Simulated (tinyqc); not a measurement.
Inside a calculation. Method: Hueckel theory of the pi electrons, for the molecule C=Cc1ccncc1 (SMILES; centres numbered as the heavy atoms are written). One step of it, computed by the program tinyqc.

Task: Energy, charges, bond orders. E = sum n x; q_r = z_r - P_rr; bond order p = P_rs; free valence = sqrt(3) - sum of p over the bonds of the atom.

x values: 2.201694  1.552502  1.000000  0.733591  -0.581423  -1.000000  -1.306689  -2.099675

occupations: 2.000000  2.000000  2.000000  2.000000  0.000000  0.000000  0.000000  0.000000

charge and bond-order matrix P, lower triangle:
```
,1C,2C,3C,4C,5C,6N,7C,8C
1C,0.968193
2C,0.910015,1.004237
3C,0.036044,0.407765,0.957180
4C,-0.251125,-0.005506,0.607717,1.007803
5C,-0.041550,-0.051172,0.052920,0.682515,0.925900
6N,0.199953,0.016876,-0.293859,-0.028983,0.644398,1.202983
7C,-0.041550,-0.051172,0.052920,-0.317485,-0.074100,0.644398,0.925900
8C,-0.251125,-0.005506,0.607717,0.007803,-0.317485,-0.028983,0.682515,1.007803
```

Centres:
```
centre,"z_r, pi electrons of the neutral centre",h
1C,1,0.000000
2C,1,0.000000
3C,1,0.000000
4C,1,0.000000
5C,1,0.000000
6N,1,0.500000
7C,1,0.000000
8C,1,0.000000
```

Bonds:
```
i,j,k
1,2,1
2,3,1
3,4,1
4,5,1
5,6,1
6,7,1.000000
7,8,1
8,3,1
```

Give: pi energy = 8 alpha + this times beta; pi charges; Bond orders and lengths from R = 1.517 - 0.180 p; free valence of the carbons; gap between the highest filled and the next level.

Result:

pi energy = 8 alpha + this times beta = 10.976

pi charges: 1C 0.032, 2C -0.004, 3C 0.043, 4C -0.008, 5C 0.074, 6N -0.203, 7C 0.074, 8C -0.008

Bond orders and lengths from R = 1.517 - 0.180 p (angstrom, C-C alone):
```
bond,p,R
1-2,0.910,1.353
2-3,0.408,1.444
3-4,0.608,1.408
4-5,0.683,1.394
5-6,0.644,-
6-7,0.644,-
7-8,0.683,1.394
8-3,0.608,1.408
```

free valence of the carbons: 1C 0.822, 2C 0.414, 3C 0.109, 4C 0.442, 5C 0.405, 7C 0.405, 8C 0.442

gap between the highest filled and the next level = 1.315 |beta|
